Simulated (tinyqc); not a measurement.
Where the gap correction goes: band offset from the macroscopic average of a supercell potential.

dEv = Ev(A) - Ev(B) = Ev1 - (dV + Ev2); dEc = Ec(B) - Ec(A) = Eg2 - Eg1 - dEv. The correction of a gap, c = Eg[1] - Eg[0], lowers the valence top by fv c and leaves dV, a ground-state quantity, as it is. Type I: dEv and dEc of one sign; II: opposite signs; III: no overlap of the gaps.

Parameters, chosen for this exercise (gaps near those of GaAs and Ge; shifted at random, so the results belong to these values and not to a real crystal): Ev1 = 4.57 eV (valence top of bulk A above its mean potential); Eg1 = (0.49, 1.52) eV (gap of A: semi-local value, corrected value); Ev2 = -0.67 eV (valence top of bulk B above its mean potential); Eg2 = (0.1, 0.74) eV (gap of B: semi-local value, corrected value).

dV = B - A = 5.9100 eV

fv1 and fv2 are varied.

Offsets (eV):

| fv1 | fv2 | dEv | dEc |
|---|---|---|---|
| 0.0 | 0.0 | -0.670 | -0.110 |
| 0.5 | 0.5 | -0.865 | 0.085 |
| 1.0 | 1.0 | -1.060 | 0.280 |
| 0.0 | 1.0 | -0.030 | -0.750 |
| 1.0 | 0.0 | -1.700 | 0.920 |
| 0.3 | 0.7 | -0.531 | -0.249 |

dEv + dEc = -0.780 eV in every row, but dEv alone spans 1.67 eV, the sum of the two corrections. A scissor on the conduction bands alone (first row) keeps the semi-local dEv; with equal shares fv the shift is fv times the difference of the corrections, -0.39 eV, against their sum of 1.67 eV: most of the error cancels if the shares are alike.

Run: tinyqc, `OMP_NUM_THREADS=1 python tinyqc.py 1850094 1850095 out.jsonl`; Intel(R) Xeon(R) Processor @ 2.30GHz, one thread, shared host; about 0.01 s of CPU time with all checks.
